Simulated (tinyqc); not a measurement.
# Resistance of a source-drain extension with a graded tip: effects of single changes

y runs along the channel, the gate covers y > 0. The doping is N0 for y < y0 and N0 10^(-(y - y0)/la) beyond, uniform over the depth xj. Sheet conductance s(y) = q mu(N) max(N - Nch, 0) xj + (for y > 0) ma Cox Vo, with mu(N) = u0 + (u1 - u0)/(1 + (N/Nr)^au) and Cox = eps0 eox/tox. Current is taken as one-dimensional; depletion of the tip, spreading and the contact are left out. The metallurgical junction lies at yj, where N = Nch.

Parameters, values chosen for the exercise; mobility law close to that of holes in silicon: relative permittivity of the gate insulator (close to silicon nitride) eox = 7.41; insulator thickness tox = 2.9 nm; active doping of the extension far from the gate N0 = 1.6e20 cm^-3; lateral abruptness la = 4.1 nm/decade; position under the gate where the fall begins (gate edge at 0) y0 = 4.5 nm; depth of the extension xj = 21 nm; channel doping Nch = 4.5e17 cm^-3; spacer length Ls = 23 nm; gate overdrive Vo = 0.63 V; mobility of the gate-induced layer ma = 60 cm^2/(V s); mobility at low doping u1 = 470.5 cm^2/(V s); mobility at high doping u0 = 44.9 cm^2/(V s); reference doping Nr = 2.23e17 cm^-3; exponent au = 0.719; gate length Lg = 60 nm.

Constants: q = 1.602176634e-19 C, eps0 = 8.8541878128e-14 F/cm where lengths are in cm. Results are converted to the units shown.

Each table varies one quantity; the others keep the values above.

## Abruptness at a fixed junction position

R_spacer = integral of dy/s from -Ls to 0, R_ov from 0 to yj, R_channel = (Lg - 2 yj)/(ma Cox Vo), R_total = 2 R_spacer + 2 R_ov + R_channel. Electrical length L_eff = ma Cox dR_total/d(1/Vo); R_series = R_total - L_eff/(ma Cox Vo). y0 is moved with la so that yj stays at 14.959 nm.

The same in every row: yj (nm) = 14.96; R_channel (ohm um) = 351.8.

Result of one run:
```
la (nm/decade)  R_spacer (ohm um)  R_ov (ohm um)  R_total (ohm um)  L_eff (nm)  R_series (ohm um)
1                           8.810          15.60             400.6       31.21              35.67
```

What becomes of these results when the lateral abruptness la is changed from 1 to 3.6 nm/decade, all else the same?

Result of the changed run:
```
la (nm/decade)  R_spacer (ohm um)  R_ov (ohm um)  R_total (ohm um)  L_eff (nm)  R_series (ohm um)
3.6                         8.810          41.72             452.8       34.05              54.67
```

The whole series:
```
la (nm/decade)  R_spacer (ohm um)  R_ov (ohm um)  R_total (ohm um)  L_eff (nm)  R_series (ohm um)
1                           8.810          15.60             400.6       31.21              35.67
2.3                         8.810          28.66             426.7       32.63              45.17
3.6                         8.810          41.72             452.8       34.05              54.67
4.9                         8.810          54.78             479.0       35.47              64.18
6.1                         8.837          66.81             503.1       36.78              72.95
7.4                         10.10          78.74             529.4       38.18              82.93
8.7                         13.60          88.83             556.6       39.53              94.40
10                          19.51          97.20             585.2       40.78              108.3
```

As la goes from 1 to 10 nm/decade, R_total rises from 401 to 585 ohm um, R_spacer rises from 8.81 to 19.5 ohm um and R_ov rises from 15.6 to 97.2 ohm um. R_total changes on average by 20.5 ohm um for each nm/decade. L_eff exceeds the metallurgical length by 1.12 nm in the first row and 10.7 nm in the last, since the gate also controls the lightly doped tips.

## Effect of the active doping of the extension far from the gate

Same model as above.

Effect of the active doping of the extension far from the gate:
```
N0 (cm^-3)  yj (nm)  R_spacer (ohm um)  R_ov (ohm um)  R_channel (ohm um)  R_total (ohm um)  L_eff (nm)  R_series (ohm um)
2e19          11.26              57.27          50.53               438.4             654.0       42.20              160.5
3.1e19        12.04              39.39          49.39               420.1             597.7       40.55              123.6
4.7e19        12.78              27.30          48.46               402.8             554.3       39.01              98.14
7.2e19        13.54              18.56          47.70               385.0             517.5       37.46              79.48
1.1e20        14.29              12.54          47.12               367.4             486.7       35.94              66.46
1.7e20        15.07              8.318          46.69               349.2             459.3       34.38              57.25
2.6e20        15.82              5.540          46.40               331.5             435.4       32.86              51.14
4e20          16.59              3.653          46.19               313.6             413.3       31.33              46.97
```

What does the comparison show?

As N0 goes from 2e19 to 4e20, R_total falls from 654 to 413 ohm um, L_eff falls from 42.2 to 31.3 nm and R_series falls from 161 to 47.0 ohm um.

Numbers from tinyqc (`OMP_NUM_THREADS=1 python tinyqc.py 2282089 2282090 out.jsonl`; about 0.03 s on one thread of a shared Intel Xeon 2.30GHz).
